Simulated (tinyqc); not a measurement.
Inside a calculation. Method: sp3 tight binding, zinc-blende lattice. One step of it, computed by the program tinyqc.

Question. Levels at X. Diagonalise the Hermitian matrix.

H(k) at X (eV), order a s, a px, a py, a pz, c s, c px, c py, c pz:
$$\begin{pmatrix}
-16.430000 & 0.000000 & 0.000000 & 0.000000 & 0.000000 & 0.000000+3.125453i & 0.000000 & 0.000000 \\
0.000000 & -8.300000 & 0.000000 & 0.000000 & 0.000000-3.125453i & 0.000000 & 0.000000 & 0.000000 \\
0.000000 & 0.000000 & -8.300000 & 0.000000 & 0.000000 & 0.000000 & 0.000000 & 0.000000+3.621670i \\
0.000000 & 0.000000 & 0.000000 & -8.300000 & 0.000000 & 0.000000 & 0.000000+3.621670i & 0.000000 \\
0.000000 & 0.000000+3.125453i & 0.000000 & 0.000000 & -14.310000 & 0.000000 & 0.000000 & 0.000000 \\
0.000000-3.125453i & 0.000000 & 0.000000 & 0.000000 & 0.000000 & -7.200000 & 0.000000 & 0.000000 \\
0.000000 & 0.000000 & 0.000000 & 0.000000-3.621670i & 0.000000 & 0.000000 & -7.200000 & 0.000000 \\
0.000000 & 0.000000 & 0.000000-3.621670i & 0.000000 & 0.000000 & 0.000000 & 0.000000 & -7.200000
\end{pmatrix}$$

Give: eigenvalues.

Answer.

eigenvalues (eV): [-17.3887, -15.6407, -11.4132, -11.4132, -6.9693, -6.2413, -4.0868, -4.0868]
